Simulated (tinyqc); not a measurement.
# Ballistic Schottky-barrier transistor with a one-dimensional channel, WKB contacts, step by step

Numbers from tinyqc (`OMP_NUM_THREADS=1 python tinyqc.py 2390008 2390009 out.jsonl`; about 0.04 s on one thread of a shared Intel Xeon 2.30GHz). Printed values are rounded.

Source Fermi level 0, drain Fermi level -Vd. Far from the contacts Ec = pn - psi, and the gate moves psi one to one; the band edges relax as exp(-x/lam) from pn at the source and pn - Vd at the drain; Ev = Ec - Eg. A carrier of energy w inside the channel band meets at a contact a barrier of height D (the contact edge beyond the channel edge): T = 1 for w >= D, else exp(-S), S = 4 lam sqrt(m/C) [sqrt(D - w) - sqrt(w) arctan sqrt((D - w)/w)], C = hbar^2/(2 m0). The two contacts combine as Ts Td/(Ts + Td - Ts Td).

Values chosen for this exercise; channel values close to those of a silicon nanowire with silicide contacts: temperature T = 350 K; band gap Eg = 1.12 eV; barrier for electrons at both contacts pn = 0.78 eV; electron mass mn = 0.2 m0; hole mass mp = 0.25 m0; valleys or subbands g = 2; screening length at the contacts lam = 1.2 nm; drain bias Vd = 0.7 V; band shift psi of the channel by the gate ps = -0.23 V; energy of one carrier inside the channel band w0 = 0.35 eV; upper end of the grid wm = 1.1 eV; points of the grid nE = 13.

Constants: q = 1.602176634e-19 C, kB = 1.380649e-23 J/K, hbar = 1.054571817e-34 J s, h = 6.62607015e-34 J s, m0 = 9.1093837015e-31 kg, Vt = kB T/q, hbar^2/(2 m0) = 0.0380998212 eV nm^2. Results are converted to the units shown.

Range of the model: No scattering, image-force lowering, channel charge or band-to-band tunnelling; parabolic kappa overstates S deep in the gap.

## Band edges and barriers

Electrons: Ds = psi, Dd = psi - Vd, Es = Ec, Ed = Ec + Vd. Holes: Ds = -psi, Dd = Vd - psi, Es = -Ev, Ed = -Ev - Vd. The size of each current is taken; both flow from drain to source and add.

Ec = 1.01 eV
Ev = -0.11 eV
D for electrons (eV): source -0.2300000, drain -0.9300000
D for holes (eV): source 0.2300000, drain 0.9300000

A negative D is no barrier. Here the holes carry the larger current.

## Transmission of one of the holes

S and T at both contacts for w = w0, and the tunnelling distance lam ln(D/w) at the higher barrier.

S at the source = 0
S at the drain = 2.742001
combined T = 0.06444130
tunnelling distance = 1.172702 nm

## Current of the holes on a coarse grid

I = g (2 q^2/h) int T(w) [f(Es + w) - f(Ed + w)] dw, f(y) = 1/(1 + exp(y/Vt)). Electrons: Ds = psi, Dd = psi - Vd, Es = Ec, Ed = Ec + Vd. Holes: Ds = -psi, Dd = Vd - psi, Es = -Ev, Ed = -Ev - Vd. The size of each current is taken; both flow from drain to source and add. Simpson's rule on nE equally spaced w from 0 to wm.

```
point    w (eV)           Ts           Td            T  size of the supply difference
0      0.000000  0.002748326  7.085582e-6  7.067411e-6                      0.9745964
1      0.091667    0.2811019  0.001361456  0.001356732                      0.9987537
2      0.183333    0.8218626  0.008421821  0.008406476                      0.9999389
3      0.275000            1   0.02930736   0.02930736                      0.9999680
4      0.366667            1   0.07518990   0.07518990                      0.9993919
5      0.458333            1    0.1577226    0.1577226                      0.9874513
6      0.550000            1    0.2848262    0.2848262                      0.7902165
7      0.641667            1    0.4556877    0.4556877                      0.1527688
8      0.733333            1    0.6560882    0.6560882                    0.008557724
9      0.825000            1    0.8545429    0.8545429                    4.130185e-4
10     0.916667            1    0.9931989    0.9931989                    1.977873e-5
11     1.008333            1            1            1                    9.468141e-7
12     1.100000            1            1            1                    4.532347e-8
```

current = 7.831688 uA

A converged quadrature gives 8.109 uA; this grid is 3.4 % below that. Under 0.001 % of it passes over both barriers, the rest tunnels. The other carrier adds 1.34e-14 uA.
